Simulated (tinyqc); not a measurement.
# p-n diode with diffusion and depletion-layer recombination: what changes with what

Abrupt junction in the depletion approximation, low injection, full ionisation, neutral widths fixed, ohmic contact on the p side. Vj is the junction voltage; where a series resistance Rs is given, V = Vj + J Rs is the terminal voltage.

Values chosen for this exercise; band and dielectric values close to those of 4H silicon carbide:
- T = 400 K (temperature)
- Eg = 3.28 eV (band gap)
- eps_r = 9.75 (relative permittivity)
- Nc = 2.59e19 cm^-3 (conduction-band density of states at T)
- Nv = 3.8e19 cm^-3 (valence-band density of states at T)
- Na = 2.6e16 cm^-3 (acceptor density)
- Nd = 2.4e15 cm^-3 (donor density)
- mun = 670 cm^2/(V s) (electron mobility in the p side)
- mup = 97 cm^2/(V s) (hole mobility in the n side)
- tn = 9e-6 s (electron lifetime)
- tp = 5e-8 s (hole lifetime)
- wp = 2.3 um (neutral width of the p side)
- wn = 1.5 um (neutral width of the n side)
- Sp = 1e7 cm/s (recombination velocity at the n contact)
- Rs = 0.0054 ohm cm^2 (series resistance)
- Et = 0 eV (trap level above the intrinsic level)
- Vj = 2.11 V (junction voltage at which recombination is evaluated)

Constants: q = 1.602176634e-19 C, kB = 1.380649e-23 J/K, Vt = kB T/q, eps0 = 8.8541878128e-14 F/cm where lengths are in cm. Results are converted to the units shown.

Each table varies one quantity; the others keep the values above.

## Currents and ideality against junction voltage

ni = sqrt(Nc Nv) exp(-Eg/(2 Vt)), Eg in volts; D = mu Vt; Ln = sqrt(Dn tn), Lp = sqrt(Dp tp); J0n = q ni^2 Dn coth(wp/Ln)/(Ln Na); J0p = (q ni^2 Dp/(Lp Nd)) (s + tanh(wn/Lp))/(1 + s tanh(wn/Lp)), s = Sp Lp/Dp. J_diff = (J0n + J0p)(exp(Vj/Vt) - 1). Vbi = Vt ln(Na Nd/ni^2), W = sqrt(2 eps0 eps_r (Vbi - Vj)(1/Na + 1/Nd)/q), xp = W Nd/(Na + Nd), xn = W Na/(Na + Nd); u(x) = q Na (x + xp)^2/(2 eps0 eps_r) for x < 0 and Vbi - Vj - q Nd (xn - x)^2/(2 eps0 eps_r) for x > 0; p = Na exp(-u/Vt), n = Nd exp((u - Vbi + Vj)/Vt); U = ni^2 (exp(Vj/Vt) - 1)/(tp (n + ni exp(Et/Vt)) + tn (p + ni exp(-Et/Vt))); J_scr = q times the integral of U from -xp to xn. J = J_diff + J_scr. Ideality = (1/Vt) dVj/d ln J or (1/Vt) dV/d ln J; last column ni^2 exp(Vj/Vt)/N^2.

Currents and ideality against junction voltage:
```
Vj (V),J_diff (A/cm^2),J_scr (A/cm^2),J (A/cm^2),V (V),ideality against Vj,ideality against V,"minority/doping, lighter side"
0.68,3.724e-24,6.045e-16,6.045e-16,0.6800,1.961,1.961,2.979e-25
0.91,2.943e-21,1.823e-14,1.823e-14,0.9100,1.956,1.956,2.355e-22
1.13,1.741e-18,4.793e-13,4.793e-13,1.130,1.948,1.948,1.393e-19
1.36,1.376e-15,1.485e-11,1.485e-11,1.360,1.937,1.937,1.101e-16
1.59,1.088e-12,4.714e-10,4.725e-10,1.590,1.917,1.917,8.702e-14
1.82,8.596e-10,1.559e-8,1.645e-8,1.820,1.806,1.806,6.878e-11
2.05,6.795e-7,5.637e-7,1.243e-6,2.050,1.257,1.257,5.437e-8
2.27,4.019e-4,2.154e-5,4.234e-4,2.270,1.021,1.021,3.215e-5
2.5,0.3176,4.200e-4,0.3181,2.502,1.001,1.051,0.02542
```

The ideality against Vj falls from 1.96 to 1.00. Diffusion overtakes recombination in the layer between Vj = 1.82 and 2.05 V. J_scr alone has an ideality of 1.96 between the first two rows and 2.25 between the last two.

## Effect of the recombination velocity at the n contact

Same model as above.

J = J_diff + J_scr.

The same in every row: J0n (A/cm^2) = 2.874e-33; J_scr (A/cm^2) = 1.480e-6; wn/Lp = 0.3669.

Effect of the recombination velocity at the n contact:
```
Sp (cm/s),J0p (A/cm^2),J_diff (A/cm^2),J_scr/J (%)
1,8.908e-34,1.447e-6,50.56
10,8.932e-34,1.448e-6,50.54
100,9.176e-34,1.458e-6,50.38
1000,1.151e-33,1.547e-6,48.88
10000,2.792e-33,2.178e-6,40.46
1e5,6.023e-33,3.420e-6,30.20
1e6,7.074e-33,3.824e-6,27.90
1e7,7.203e-33,3.874e-6,27.64
```

As Sp goes from 1 to 1e7, J0p rises from 8.91e-34 to 7.20e-33 A/cm^2, J_scr stays at 1.48e-6 A/cm^2 and its share falls from 50.6 to 27.6 %. J0p crosses its long-base value at Sp = Dp/Lp = 8180 cm/s; with wn/Lp = 0.37 the contact changes it by a factor of 8.09 over the table.

Computed by the program tinyqc: `OMP_NUM_THREADS=1 python tinyqc.py 2260106 2260107 out.jsonl`, one thread of a shared Intel Xeon 2.30GHz, about 0.01 s for the whole run.
